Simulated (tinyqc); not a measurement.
MOSFET with velocity saturation and source resistance: one step of the calculation.

Strong inversion, charge Q = Cox (Vg - m V) at channel potential V with Vg the gate overdrive, and drift velocity v = mu E/(1 + mu E/vsat). Integrating along the channel gives I = mu Cox (1/L)(Vg Vd - m Vd^2/2)/(1 + Vd/Vc) per width, Vc = vsat L/mu, which peaks at Vdsat. Units: I in uA/um, Rs in ohm um, so the drop over Rs is 1e-6 I Rs volts.

Task. Saturation current with source resistance. Vg = Vgs - I Rs - VT (0 if negative), mu = mu0/(1 + th Vg), Vc = vsat L/mu, x = sqrt(1 + 2 Vg/(m Vc)), Vdsat = 2 Vg/(m (1 + x)), Isat = Cox vsat Vg (x - 1)/(x + 1) per width. I(new) = Isat.

Values chosen for this exercise: gate capacitance Cox = 0.62 uF/cm^2; mobility at low gate voltage mu0 = 480 cm^2/(V s); mobility degradation th = 0.6 1/V; saturation velocity vsat = 8.9e6 cm/s; body factor m = 1.17; threshold VT = 0.31 V; channel length L = 0.1 um; source resistance Rs = 50 ohm um; gate voltage Vgs = 1.5 V.

I at the start = 0 uA/um

Wanted: Vg; mu; Vc; Vdsat; Isat; I after iteration 1.

Result.

Vg = 1.1900 V
mu = 280.05 cm^2/(V s)
Vc = 0.31780 V
Vdsat = 0.54676 V
Isat = 303.65 uA/um
I after iteration 1 = 303.65 uA/um

Numbers from tinyqc (`OMP_NUM_THREADS=1 python tinyqc.py 2500144 2500145 out.jsonl`; about 0.01 s on one thread of a shared Intel Xeon 2.30GHz).
